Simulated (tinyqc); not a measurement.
Double-gate transistor, scale length and short-channel effects: two steps of the calculation.

A body of thickness ts between two insulators of thickness ti and two tied gates. Below threshold the potential that source and drain add obeys Laplace's equation and vanishes on the gate. Its lowest mode decays along the channel as exp(-k y); k is the smallest positive root of the matching condition at the interface, and the scale length is Lambda = pi/k.

Inputs (values chosen for the exercise); permittivities: semiconductor close to that of silicon, insulator close to that of silicon nitride:
```
symbol  value  unit                                     meaning
eps_r    11.9        relative permittivity of the semiconductor
ei       7.74            relative permittivity of the insulator
ti        2.1    nm                         insulator thickness
ts       14.7    nm                              body thickness
```

Problem 1. Scan of the matching condition. f(k) = ei cos(k ti) cos(k ts/2) - eps_r sin(k ti) sin(k ts/2).

k, point 0 to 7 (1/nm): 0.03  0.06  0.09  0.12  0.15  0.18  0.21  0.24

Give: f(k).

Solution 1.

f(k), point 0 to 7: 7.3738  6.3057  4.6252  2.4735  0.0318  -2.4933  -4.8865  -6.9413

The first change of sign lies between k = 0.15 and 0.18 1/nm.

Problem 2. Decay constant by Newton steps. f(k) = ei cos(k ti) cos(k ts/2) - eps_r sin(k ti) sin(k ts/2); f' by a central difference with +/- 1e-5 1/nm; k(new) = k - f/f'.

k at the start = 0.15 1/nm

Wanted: f; f'; k after iteration 1.

Solution 2.

f = 0.03179
f' = -83.97 nm
k after iteration 1 = 0.1504 1/nm

tinyqc, about 0.01 s, one thread, Intel Xeon 2.30GHz (shared host): `OMP_NUM_THREADS=1 python tinyqc.py 2420145 2420146 out.jsonl`
